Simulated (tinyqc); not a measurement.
Inside a calculation. Method: RKS/PBE0 in the sto-3g basis, for B+, spin multiplicity 1. One step of it, computed by the program tinyqc.

Problem. Iteration 2: diagonalisation and new density. A level shift of 0.2 hartree raises the virtual space: F + shift (S - S D(s) S), with D(s) the density of one spin (D/2). Diagonalise F' = X^T F X, C = X C', fill 2 alpha and 2 beta electrons from the bottom; D = 2 C_occ C_occ^T; the new density keeps 0.2 of the old one (damping). Each column has its largest component positive (the first on a tie).

extrapolated F (hartree), lower triangle:
```
,1B 1s,1B 2s,1B 2px,1B 2py,1B 2pz
1B 1s,-7.209789
1B 2s,-2.125211,-1.184426
1B 2px,0.002781,0.000128,-0.358816
1B 2py,-0.001034,0.000446,-0.006492,-0.376357
1B 2pz,0.000228,0.001061,0.016792,0.046049,-0.441275
```

X, lower triangle:
```
,1B 1s,1B 2s,1B 2px,1B 2py,1B 2pz
1B 1s,1.028732
1B 2s,-0.141141,1.028732
1B 2px,0.000000,0.000000,1.000000
1B 2py,0.000000,0.000000,0.000000,1.000000
1B 2pz,0.000000,0.000000,0.000000,0.000000,1.000000
```

D after iteration 1, lower triangle:
```
,1B 1s,1B 2s,1B 2px,1B 2py,1B 2pz
1B 1s,1.742043
1B 2s,0.092594,0.043778
1B 2px,-0.173008,-0.081402,0.197619
1B 2py,0.061077,0.024041,0.094263,0.431312
1B 2pz,-0.003685,0.006375,-0.278113,-0.797470,1.535372
```

overlap S, lower triangle:
```
,1B 1s,1B 2s,1B 2px,1B 2py,1B 2pz
1B 1s,1.000000
1B 2s,0.269328,1.000000
1B 2px,0.000000,0.000000,1.000000
1B 2py,0.000000,0.000000,0.000000,1.000000
1B 2pz,0.000000,0.000000,0.000000,0.000000,1.000000
```

Give: F' = X^T F X; orbital energies; coefficients C; D after iteration 2.

Solution.

F' = X^T F X (hartree), lower triangle:
```
,1,2,3,4,5
1,-7.0101
2,-1.1059,-0.5900
3,0.0211,0.0102,-0.1786
4,-0.0075,-0.0026,-0.0159,-0.2195
5,0.0004,0.0005,0.0446,0.1258,-0.3948
```

orbital energies (hartree): MO1 -7.1953, MO2 -0.4681, MO3 -0.4050, MO4 -0.1729, MO5 -0.1517

coefficients C:
```
,MO1,MO2,MO3,MO4,MO5
1B 1s,0.9913,-0.0003,-0.3091,-0.0054,-0.0013
1B 2s,0.0307,0.0013,1.0375,0.0295,0.0048
1B 2px,-0.0032,-0.1600,-0.0278,0.9353,0.3145
1B 2py,0.0011,-0.4538,0.0068,-0.3526,0.8183
1B 2pz,-0.0001,0.8766,-0.0030,-0.0118,0.4811
```

D after iteration 2, lower triangle:
```
,1B 1s,1B 2s,1B 2px,1B 2py,1B 2pz
1B 1s,1.9207
1B 2s,0.0672,0.0103
1B 2px,-0.0396,-0.0168,0.0805
1B 2py,0.0142,0.0039,0.1351,0.4158
1B 2pz,-0.0013,0.0031,-0.2801,-0.7960,1.5366
```
